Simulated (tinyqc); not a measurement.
Displacements against temperature: thermal displacements in the Debye model: Debye-Waller factors, bond-length spread and the Lindemann rule. Computed by tinyqc, a small Python program. Command: `OMP_NUM_THREADS=1 python tinyqc.py 3020270 3020271 out.jsonl debyewaller walk`. One thread of a shared host (Intel(R) Xeon(R) Processor @ 2.30GHz), about 0.01 s of CPU time with the checks.

A Debye spectrum with three branches of one velocity, cut at k_B Theta; 2 atoms per cube, nearest neighbours at d = 0.866025 a.

Inputs (values chosen for the exercise, modelled on iron):

| quantity | value | unit |
|---|---|---|
| atomic mass M | 55.85 | u |
| Debye temperature Theta | 419 | K |
| lattice constant a | 2.866 | angstrom |
| temperature T | 450 | K |

Structure: bcc.

reflection (h k l): 2  1  1

Constants: hbar^2/u = 4.18015928e-03 eV angstrom^2; k_B = 8.617333262e-05 eV/K.

Method:
- <u_x^2> = (3 hbar^2/(2 M k_B Theta)) int_0^1 s coth(s Theta/(2T)) ds (64 Gauss-Legendre points); it tends to 3 hbar^2/(4 M k_B Theta) at T = 0 and to 3 hbar^2 T/(M k_B Theta^2) at high T.
- B = 8 pi^2 <u_x^2>.
- G = 2 pi sqrt(h^2 + k^2 + l^2)/a; the intensity is multiplied by exp(-2W), 2W = G^2 <u_x^2>; the loss goes into thermal diffuse scattering.
- Correlated Debye model: sigma^2 = (3 hbar^2/(M k_B Theta)) int_0^1 s coth(s Theta/(2T)) [1 - sin(s q_D R)/(s q_D R)] ds for two atoms at distance R, q_D = (6 pi^2 n)^(1/3), n atoms per volume; uncorrelated motion would give 2 <u_x^2>.
- The correlation is 1 - sigma^2/(2 <u_x^2>); exp(-2W) uses 2W = G^2 <u_x^2>.

|G| = 5.37006 1/angstrom

Displacements (angstrom^2):

| T (K) | <u_x^2> | classical | sigma^2 at d | sigma^2 at 2d | exp(-2W) |
|---|---|---|---|---|---|
| 13 | 0.0015645 | 1.9294e-04 | 0.0026133 | 0.0029721 | 0.95589 |
| 42 | 0.0016574 | 6.2336e-04 | 0.0026341 | 0.0030303 | 0.95333 |
| 84 | 0.0019556 | 0.0012467 | 0.0028261 | 0.0033984 | 0.94517 |
| 150 | 0.0026755 | 0.0022263 | 0.0035218 | 0.0044733 | 0.92575 |
| 230 | 0.0037184 | 0.0034136 | 0.0046705 | 0.0061113 | 0.89832 |
| 340 | 0.0052560 | 0.0050463 | 0.0064436 | 0.0085657 | 0.85936 |
| 500 | 0.0075647 | 0.0074210 | 0.0091600 | 0.012277 | 0.80401 |
| 750 | 0.011228 | 0.011131 | 0.013511 | 0.018183 | 0.72341 |
| 920 | 0.013733 | 0.013655 | 0.016497 | 0.022228 | 0.67299 |

What does the comparison show, and why?

The classical line is within 5 % from T = 340 K (T/Theta = 0.81) on. The correlation of nearest neighbours grows from 0.16 to 0.40, since thermal motion weights long waves, which move neighbours together, more than zero-point motion does; at 2d it ends at 0.19. The reflection keeps 96 % of its intensity at the lowest T and 67 % at the highest.

Extremes, crossings and ranges named in words are read from the listed rows.
